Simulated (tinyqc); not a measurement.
Carrier lifetime of a p-type layer with SRH, radiative, Auger and surface recombination: one step of the calculation.

Uniform excess density dn = dp (no trapping), n = n0 + dn, p = p0 + dn, Boltzmann statistics, full ionisation. Surfaces enter as a rate 2 S dn/d, which holds while diffusion to them is fast.

Question. Equilibrium densities and SRH constants. ni = sqrt(Nc Nv) exp(-Eg/(2 Vt)), Eg in volts; majority density N/2 + sqrt(N^2/4 + ni^2), n0 p0 = ni^2; n1 = Nc exp(-Et/Vt), p1 = Nv exp((Et - Eg)/Vt); tn0 = 1/(sn vth Nt), tp0 = 1/(sp vth Nt).

Inputs (values chosen for the exercise); band and dielectric values those of a made-up semiconductor:
```
symbol,value,unit,meaning
T,350,K,temperature
Eg,1.14,eV,band gap
Nc,3.69e19,cm^-3,conduction-band density of states at T
Nv,3.98e19,cm^-3,valence-band density of states at T
N,9.9e16,cm^-3,acceptor density
Nt,3e11,cm^-3,trap density
sn,5e-16,cm^2,capture cross-section for electrons
sp,5e-15,cm^2,capture cross-section for holes
vth,2.3e7,cm/s,thermal velocity (both carriers)
Et,0.87,eV,trap level below the conduction band
```

Constants: q = 1.602176634e-19 C, kB = 1.380649e-23 J/K, Vt = kB T/q. Results are converted to the units shown.

Wanted: ni; n0; p0; n1; p1; tn0; tp0.

Answer.

ni = 2.3758e11 cm^-3
n0 = 5.7016e5 cm^-3
p0 = 9.9000e16 cm^-3
n1 = 1.0954e7 cm^-3
p1 = 5.1529e15 cm^-3
tn0 = 2.8986e-4 s
tp0 = 2.8986e-5 s

tinyqc, about 0.01 s, one thread, Intel Xeon 2.30GHz (shared host): `OMP_NUM_THREADS=1 python tinyqc.py 2300152 2300153 out.jsonl`
